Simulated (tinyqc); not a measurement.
Permittivity of the insulator from five potentials.

Problem. A node lies on a semiconductor-insulator interface. Steps: hs = tb/3 down into the semiconductor, ho = tox/1 up into the insulator, hy = L/6 sideways. The flux balance of its box reads eox (hy/ho)(above - node) + eps_r (hy/hs)(below - node) + [(eps_r hs + eox ho)/(2 hy)](left + right - 2 node) - q Na (hs/2) hy/eps0 = 0. Find eox.

Parameters, values chosen for the exercise; semiconductor permittivity close to that of silicon:
- eps_r = 11.6 (relative permittivity of the semiconductor)
- tb = 4 nm (body thickness)
- tox = 4 nm (insulator thickness)
- L = 27 nm (channel length)
- Na = 0 cm^-3 (acceptor density of the depleted body)

Constants: q = 1.602176634e-19 C, eps0 = 8.8541878128e-14 F/cm where lengths are in cm. Results are converted to the units shown.

psi (V): node 0.0073212035, above -0.2, below 0.041073171, left 0.13643692, right 0.014208837

Answer. The balance is linear in eox.

eox = 9.00

Numbers from tinyqc (`OMP_NUM_THREADS=1 python tinyqc.py 2480011 2480012 out.jsonl`; about 0.09 s on one thread of a shared Intel Xeon 2.30GHz).
